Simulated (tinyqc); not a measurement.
## Sharing a fixed EOT between the layers

Without charge in the stack, a voltage of 1 V over an EOT of 1.9 nm gives F1 = (V/EOT)(3.9/e1) and F2 = F1 e1/e2; t2 = e2 (EOT/3.9 - t1/e1).

Inputs (values chosen for the exercise):
```
symbol  value  unit                           meaning
e1       4.02        relative permittivity of layer 1
e2       25.9        relative permittivity of layer 2
```

Results:
```
t1 (nm)  t2 (nm)  physical thickness (nm)  drop over layer 1 (V)  drop over layer 2 (V)
0          12.62                    12.62                      0                  1.000
0.24       11.07                    11.31                 0.1225                 0.8775
0.48       9.525                    10.01                 0.2451                 0.7549
0.71       8.044                    8.754                 0.3625                 0.6375
0.95       6.497                    7.447                 0.4851                 0.5149
1.19       4.951                    6.141                 0.6076                 0.3924
1.66       1.923                    3.583                 0.8476                 0.1524
```

Estimate the missing row, t1 = 1.43 nm.

Computed row:
```
t1 (nm)  t2 (nm)  physical thickness (nm)  drop over layer 1 (V)  drop over layer 2 (V)
1.43       3.405                    4.835                 0.7302                 0.2698
```

With this row back in the table: Each 0.1 nm of layer 1 costs 0.644 nm of layer 2, so the physical thickness falls from 12.6 to 3.58 nm. The fields do not change, 5.11 MV/cm in layer 1 and 0.793 MV/cm in layer 2, and layer 1 takes half of the voltage at t1 = 0.979 nm.

tinyqc, about 0.01 s, one thread, Intel Xeon 2.30GHz (shared host): `OMP_NUM_THREADS=1 python tinyqc.py 2010090 2010091 out.jsonl`
